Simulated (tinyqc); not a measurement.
Energies of the polytypes: polytypes and stacking faults of a tetrahedral semiconductor in an axial Ising model with couplings up to third neighbours. Computed by tinyqc, a small Python program. Command: `OMP_NUM_THREADS=1 python tinyqc.py 3026242 3026243 out.jsonl polytype walk`. One thread of a shared host (Intel(R) Xeon(R) Processor @ 2.30GHz), about 0.01 s of CPU time with the checks.

Each double layer has s = +1 or -1 for the sense of its stacking step; E per pair of atoms = E0 - sum_n J_n <s_i s_(i+n)>, n = 1, 2, 3. Hexagonality h = (1 - <s_i s_(i+1)>)/2.

Inputs (values chosen for the exercise, of the order of those of SiC for J, a, G and the gaps):

| quantity | value | unit |
|---|---|---|
| J1 | 2.15 | meV/pair |
| J2 | -3.39 | meV/pair |
| J3 | -0.34 | meV/pair |
| gap of 3C | 2.39 | eV |
| gap of 4H | 3.26 | eV |

Method. E - E(3C) = sum_n J_n (1 - C_n), C_n = <s_i s_(i+n)>. The gap is taken linear in h between 3C (h = 0) and 4H (h = 1/2), a rough rule, with a dash beyond.

correlations of the repeat units 3C (+), 2H (+-), 4H (++--), 6H (+++---), 15R (+++--), 8H (++++----), 21R (++++---), 9R (++-):
```
        n = 1     n = 2     n = 3
3C    1.00000   1.00000   1.00000
2H   -1.00000   1.00000  -1.00000
4H    0.00000  -1.00000   0.00000
6H    0.33333  -0.33333  -1.00000
15R   0.20000  -0.60000  -0.60000
8H    0.50000   0.00000  -0.50000
21R   0.42857  -0.14286  -0.71429
9R   -0.33333  -0.33333   1.00000
```

Polytypes:

| polytype | h | E - E(3C) (meV/pair) | gap by the linear rule (eV) |
|---|---|---|---|
| 3C | 0.0000 | 0.0000 | 2.3900 |
| 2H | 1.0000 | 3.6200 | - |
| 4H | 0.5000 | -4.9700 | 3.2600 |
| 6H | 0.3333 | -3.7667 | 2.9700 |
| 15R | 0.4000 | -4.2480 | 3.0860 |
| 8H | 0.2500 | -2.8250 | 2.8250 |
| 21R | 0.2857 | -3.2286 | 2.8871 |
| 9R | 0.6667 | -1.6533 | - |

E(2H) - E(3C) = 3.62 meV/pair

E(4H) - E(3C) = -4.97 meV/pair

E(6H) - E(3C) = -3.7667 meV/pair

What does the comparison show, and why?

The lowest is 4H, 0.722 meV/pair below 15R. J1/|J2| = 0.63: for J3 = 0 and J2 < 0 the ground state is 2H below -2, 4H between -2 and 2, and 3C above 2; at 2 itself all periods with bands of two or more layers are degenerate.

Extremes, crossings and ranges named in words are read from the listed rows.
